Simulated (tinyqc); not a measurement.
Fully depleted semiconductor-on-insulator film with two gates, non-linear Poisson equation by Newton steps: two steps of the calculation.

One dimension across the film, front interface at x = 0, back interface at x = ts. psi is counted from the intrinsic level, n = ni exp(psi/Vt) (source grounded), holes neglected, acceptors ionised. Gates act through Cox = eps0 eox/tox and Cbox = 3.9 eps0/tb with potentials G1 = Vg - (phiM - chi - Vt ln(Nc/ni)) and G2 = Vb - (phiB - chi - Vt ln(Nc/ni)). Classical Boltzmann densities, no interface charge, no depletion in the back plane.

Inputs (values chosen for the exercise); band and dielectric values close to those of In0.53Ga0.47As:
- T = 300 K (temperature)
- Eg = 0.73 eV (band gap)
- eps_r = 13.9 (relative permittivity)
- Nc = 2.08e17 cm^-3 (conduction-band density of states at T)
- Nv = 7.56e18 cm^-3 (valence-band density of states at T)
- chi = 4.58 eV (electron affinity)
- eox = 3.9 (relative permittivity of the gate insulator (close to silicon dioxide))
- tox = 1.6 nm (insulator thickness)
- ts = 15 nm (film thickness)
- tb = 43 nm (buried-oxide thickness (eps_r 3.9))
- Na = 2e16 cm^-3 (acceptor density of the film)
- phiM = 4.85 eV (work function of the front gate)
- phiB = 5.26 eV (work function of the back plane)
- Vb = 0.7 V (back-gate voltage)
- Vg = 0.36 V (front-gate voltage)

Constants: q = 1.602176634e-19 C, kB = 1.380649e-23 J/K, Vt = kB T/q, eps0 = 8.8541878128e-14 F/cm where lengths are in cm. Results are converted to the units shown.

Problem 1. Capacitances and gate potentials. ni = sqrt(Nc Nv) exp(-Eg/(2 Vt)), Eg in volts; Cox, Cbox, G1, G2 as defined; Cs = eps0 eps_r/ts; a = eps0 eps_r/h with h = ts/10; coupling ratio of a depleted film Cs Cbox/(Cox (Cs + Cbox)).

Give: ni; Cox; Cbox; Cs; a; G1; G2; coupling ratio.

Solution 1.

ni = 9.2590e11 cm^-3
Cox = 2.1582 uF/cm^2
Cbox = 0.080305 uF/cm^2
Cs = 0.82049 uF/cm^2
a = 8.2049 uF/cm^2
G1 = 0.40856 V
G2 = 0.33856 V
coupling ratio = 0.033892

Problem 2. Density, residual and Jacobian diagonal. Nodes 0 to 10, h = ts/10, box widths w = h (h/2 at both ends), a = eps0 eps_r/h. F_i = a (psi_(i+1) - 2 psi_i + psi_(i-1)) - q w_i (n_i + Na); F_0 = a (psi_1 - psi_0) + Cox (G1 - psi_0) - q w_0 (n_0 + Na); F_10 = a (psi_9 - psi_10) + Cbox (G2 - psi_10) - q w_10 (n_10 + Na). Diagonal b_i = -2 a - q w_i n_i/Vt, with -a - Cox and -a - Cbox in place of -2 a at the ends.

| node | psi at the start (V) |
|---|---|
| 0 | 0.2 |
| 1 | 0.2 |
| 2 | 0.2 |
| 3 | 0.2 |
| 4 | 0.2 |
| 5 | 0.2 |
| 6 | 0.2 |
| 7 | 0.2 |
| 8 | 0.2 |
| 9 | 0.2 |
| 10 | 0.2 |

ni = 9.2589649e11 cm^-3
a = 8.2048807 uF/cm^2
G1 = 0.40855574 V
G2 = 0.33855574 V

Find: n; residual F; diagonal b.

Solution 2.

| node | n (cm^-3) | residual F (1e-7 C/cm^2) | diagonal b (F/cm^2) |
|---|---|---|---|
| 0 | 2.1204e15 | 4.4984 | -1.0364e-5 |
| 1 | 2.1204e15 | -0.0053 | -1.6412e-5 |
| 2 | 2.1204e15 | -0.0053 | -1.6412e-5 |
| 3 | 2.1204e15 | -0.0053 | -1.6412e-5 |
| 4 | 2.1204e15 | -0.0053 | -1.6412e-5 |
| 5 | 2.1204e15 | -0.0053 | -1.6412e-5 |
| 6 | 2.1204e15 | -0.0053 | -1.6412e-5 |
| 7 | 2.1204e15 | -0.0053 | -1.6412e-5 |
| 8 | 2.1204e15 | -0.0053 | -1.6412e-5 |
| 9 | 2.1204e15 | -0.0053 | -1.6412e-5 |
| 10 | 2.1204e15 | 0.1086 | -8.2862e-6 |

Numbers from tinyqc (`OMP_NUM_THREADS=1 python tinyqc.py 2190156 2190157 out.jsonl`; about 0.4 s on one thread of a shared Intel Xeon 2.30GHz).
